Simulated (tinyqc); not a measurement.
Inside a calculation. Model: effective-mass impurity with a central-cell term, in a basis of Slater functions. Computed by tinyqc, a small Python program that keeps every step. Command: `OMP_NUM_THREADS=1 python tinyqc.py 3023236 3023237 out.jsonl centralcell walk`. One thread of a shared host (Intel(R) Xeon(R) Processor @ 2.30GHz), about 0.01 s of CPU time with the checks. Intermediate numbers are printed to about 5 digits and carried at full precision; extremes and crossings named in words are read from the listed rows.

The envelope obeys H = -nabla^2 - (2/r) [Z + A exp(-kappa r)] in effective units, with kappa = a*/lambda; positive A deepens the well near the core.

Inputs (values chosen for the exercise, with mass and screening modelled on AlN):
```
quantity,value,unit
effective mass m,0.324,m_0
dielectric constant eps,8.58,-
charge Z of the core,1,-
central-cell strength A,0.65,-
central-cell range lambda,2,angstrom
basis size n,3,-
smallest exponent zeta_1,0.56,1/a*
ratio beta of exponents,3,-
```

Impurity: donor, one isotropic band.

Constants: Ry = 13.605693123 eV; a_0 = 0.529177210903 angstrom.

## Effective units

Units: Ry* = Ry m/eps^2 and a* = a_0 eps/m, with m in m_0. kappa = a*/lambda; the hydrogenic ground state is bound by Z^2 Ry*.

Ry* = 59.881 meV

a* = 14.013 angstrom

kappa = 7.0067 1/a*

hydrogenic binding energy = 59.881 meV

## Matrices over the s basis

zeta_i = zeta_1 beta^(i-1), i = 1..n. For s functions exp(-zeta r), with s = zeta_i + zeta_j: S = 2/s^3, T = zeta_i zeta_j S, V = -2 Z/s^2, W = -2 A/(s + kappa)^2; each function is normalised by dividing by sqrt(S_ii S_jj).

exponents (1/a*): [0.56, 1.68, 5.04]

overlap S:
```
,1,2,3
1,1.0000,0.6495,0.2160
2,0.6495,1.0000,0.6495
3,0.2160,0.6495,1.0000
```

kinetic T (Ry*):
```
,1,2,3
1,0.3136,0.61107,0.60964
2,0.61107,2.8224,5.4996
3,0.60964,5.4996,25.4016
```

Coulomb V (Ry*):
```
,1,2,3
1,-1.12,-1.4549,-1.2096
2,-1.4549,-3.36,-4.3648
3,-1.2096,-4.3648,-10.08
```

central cell W (Ry*):
```
,1,2,3
1,-0.013827,-0.055498,-0.15514
2,-0.055498,-0.22943,-0.67996
3,-0.15514,-0.67996,-2.2802
```

## Generalised eigenproblem

(T + V + W) c = E S c with c^T S c = 1 and the largest component positive.

two lowest levels (Ry*): [-1.0341, 0.1607]

coefficients of the lowest state: [0.54435, 0.56973, -0.02503]

<T> = 1.2305 Ry*

<W> = -0.090797 Ry*

## Converged levels

Large basis: zeta_i = 0.06 x 1.6^(i-1), i = 1..22, same formulas; for p functions r exp(-zeta r): S = 24/s^5, T = zeta_i zeta_j S (centrifugal term included), V = -12 Z/s^4, W = -12 A/(s + kappa)^4; overlap eigenvalues below 1e-11 are dropped. Binding energies are -E Ry*; the effective quantum number is nu = Z/sqrt(-E); |psi(0)|^2 is given relative to the hydrogenic Z^3/(pi a*^3).

1s binding energy = 64.361 meV

2s binding energy = 15.500 meV

2p binding energy = 14.975 meV

effective quantum number of 1s = 0.96457

relative |psi(0)|^2 = 1.6233

The central cell moves 1s by +4.480 meV, 2s by +0.530 meV and 2p by +0.0045 meV: p states vanish at the core, so the 2p level gives the hydrogenic scale and 1s the chemical shift. The small basis lies 2.4 meV above the converged 1s level.

## Chemical shift by three methods

First order: shift = 8 A Z^3/(2 Z + kappa)^2 Ry*. One exponent: minimise zeta^2 - 2 Z zeta - 8 A zeta^3/(2 zeta + kappa)^2 by golden section on 0.2 to 6 Z. All shifts are the binding beyond Z^2 Ry*.

Shift of the 1s binding energy (meV):
```
A,first order,one exponent,large basis
-0.650,-3.8385,-3.4784,-3.3495
-0.325,-1.9193,-1.8243,-1.7891
0.065,0.3839,0.3879,0.3895
0.163,0.9626,0.9886,0.9988
0.325,1.9193,2.0259,2.0682
0.650,3.8385,4.2935,4.4797
0.812,4.7952,5.5294,5.8347
```

The three columns are ordered, first order <= one exponent <= large basis, since each is a variational bound with more freedom. At the largest attractive A first order gives 82 % and one exponent 95 % of the shift; at the most repulsive A the true shift is -3.350 meV against -3.839. Attraction pulls the envelope in and feeds itself, repulsion pushes it out and saturates.

## Convergence with the basis

The error is the lowest level above the large-basis value.

Error of the 1s level:
```
n,error (meV),largest exponent (1/a*)
1,15.245,5.6000e-01
2,2.847,1.6800e+00
3,2.439,5.0400e+00
4,2.229,1.5120e+01
5,2.182,4.5360e+01
6,2.170,1.3608e+02
7,2.167,4.0824e+02
8,2.167,1.2247e+03
```

The error falls from 15.2 to 2.17 meV. The last function changes it by less than 5 %: it has levelled off, and what remains is set by beta and zeta_1, not by the range of exponents.

Checks made by the program: the large basis at A = 0 against Z^2, Z^2/4 and Z^2/4 (relative difference 5e-06).
